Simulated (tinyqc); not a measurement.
Band gaps under pressure and temperature from deformation potentials: one step. Pressures at which the valleys cross. Two cases, with inputs chosen for the exercise.

Task: Two gaps meet at ln(V/V0) = -(E_i - E_j)/(a_i - a_j), with the gaps at T and P = 0; then P = (B0/Bp)(exp(-Bp ln(V/V0)) - 1). A dash marks expansion or a compression beyond ln(V/V0) = -0.3.

Murnaghan: V/V0 = (1 + Bp P/B0)^(-1/Bp), B0 = (C11 + 2 C12)/3. Each gap moves by a ln(V/V0) with its volume potential a, and falls with temperature by aV T^2/(T + bV) (Varshni); the two effects are added. No change of phase is considered.

Give: Crossings.

Case 1.

Values chosen (near those of Si, the X and L potentials typical of such crystals; shifted at random, so the results belong to these values and not to a real crystal): Eg = 4.18 eV (gap at Gamma to the s-like level at 0 K, 0 GPa); EgX = 1.188 eV (gap to X at 0 K, 0 GPa); EgL = 2.079 eV (gap to L at 0 K, 0 GPa); C11 = 165.7 GPa; C12 = 63.4 GPa; Bp = 4.6 (pressure derivative of the bulk modulus); aG = -12.3 eV (volume potential of the Gamma gap); aX = 2.15 eV (volume potential of the X gap); aL = -4.44 eV (volume potential of the L gap); aV = (0.375, 0.473, 0.434) meV/K (Varshni alpha of Gamma, X, L); bV = (115, 596, 312) K (Varshni beta of Gamma, X, L); T = 0 K (temperature).

Result:

Crossings:
```
pair     E_i - E_j (eV)  ln(V/V0)  P (GPa)
Gamma-X          2.9920    0.2071        -
Gamma-L          2.1010    0.2673        -
L-X              0.8910    0.1352        -
```

The lowest valley stays X down to ln(V/V0) = -0.3, far beyond the phase change of the real crystal near 12 GPa.

Case 2.

Values chosen (near those of GaAs, the X and L potentials typical of such crystals; shifted at random, so the results belong to these values and not to a real crystal): Eg = 1.545 eV (gap at Gamma to the s-like level at 0 K, 0 GPa); EgX = 1.999 eV (gap to X at 0 K, 0 GPa); EgL = 1.834 eV (gap to L at 0 K, 0 GPa); C11 = 120.4 GPa; C12 = 56.8 GPa; Bp = 3.82 (pressure derivative of the bulk modulus); aG = -8.2 eV (volume potential of the Gamma gap); aX = 2 eV (volume potential of the X gap); aL = -2.73 eV (volume potential of the L gap); aV = (0.526, 0.482, 0.625) meV/K (Varshni alpha of Gamma, X, L); bV = (198, 204, 197) K (Varshni beta of Gamma, X, L); T = 500 K (temperature).

Result:

Crossings:
```
pair     E_i - E_j (eV)  ln(V/V0)  P (GPa)
Gamma-X         -0.4712   -0.0462     3.94
Gamma-L         -0.2532   -0.0463     3.95
L-X             -0.2180   -0.0461     3.93
```

The lowest valley changes at 3.94 GPa (Gamma to X).

Computed by tinyqc, one run a case: `OMP_NUM_THREADS=1 python tinyqc.py N N+1 out.jsonl` with N = 1050223, 1050226; one thread of a shared Intel(R) Xeon(R) Processor @ 2.30GHz, about 0.01 s a run at most.
